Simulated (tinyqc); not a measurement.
sp3s* tight binding: one step. Phase sums. Three cases, with inputs chosen for the exercise.

Problem. Form g0 to g3 at this k.

sp3s* tight binding, nearest neighbours only: anion (a) at 0, cation (c) at a/4 (1,1,1), orbitals s, px, py, pz, s* on each; k in units of 2 pi/a. With phases e_j = exp(i (pi/2) k.n_j) for n = (1,1,1), (1,-1,-1), (-1,1,-1), (-1,-1,1): g0 = (e1+e2+e3+e4)/4, g1 = (e1+e2-e3-e4)/4, g2 = (e1-e2+e3-e4)/4, g3 = (e1-e2-e3+e4)/4. The diagonal holds the levels Esa, Epa, Exa (s*) and Esc, Epc, Exc. Anion-cation block: <sa|sc> = Vss g0; <sa|xc> = Vsapc g1; <xa|sc> = -Vscpa g1; <xa|xc> = Vxx g0; <xa|yc> = <ya|xc> = Vxy g3, <xa|zc> = <za|xc> = Vxy g2, <ya|zc> = <za|yc> = Vxy g1; <s*a|xc> = Vxapc g1; <xa|s*c> = -Vpaxc g1; y and z take g2 and g3 in place of g1; s-s* and s*-s* vanish.

Give: g0, g1, g2, g3.

Case 1.

Values chosen (out of a larger set: near a published set for SiC, fitted to gaps, whose masses and valley positions are rough; spin-orbit coupling, where it is added without a refit, lifts the valence top and shrinks all gaps by about a third of the splitting; not measured data): k = (0.65, 0, 0) 2 pi/a (wave vector).

Solution.

g0, g1, g2, g3: 0.52250  0.85264i  0.00000  0.00000

Case 2.

Values chosen (out of a larger set: near a published set for Ge, fitted to gaps, whose masses and valley positions are rough; not measured data): k = (0.09, 0.09, 0.09) 2 pi/a (wave vector).

Solution.

g0, g1, g2, g3: 0.97037-0.00280i  -0.01966+0.13810i  -0.01966+0.13810i  -0.01966+0.13810i

Case 3.

Values chosen (out of a larger set: near a published set for Si, fitted to gaps, whose masses and valley positions are rough; spin-orbit coupling, where it is added without a refit, lifts the valence top and shrinks all gaps by about a third of the splitting; not measured data): k = (0.33, 0.33, 0) 2 pi/a (wave vector).

Solution.

g0, g1, g2, g3: 0.75452  0.43037i  0.43037i  -0.24548

Computed by tinyqc, one run a case: `OMP_NUM_THREADS=1 python tinyqc.py N N+1 out.jsonl` with N = 1482472, 1482520, 1482826; one thread of a shared Intel(R) Xeon(R) Processor @ 2.30GHz, about 0.1 s a run at most.
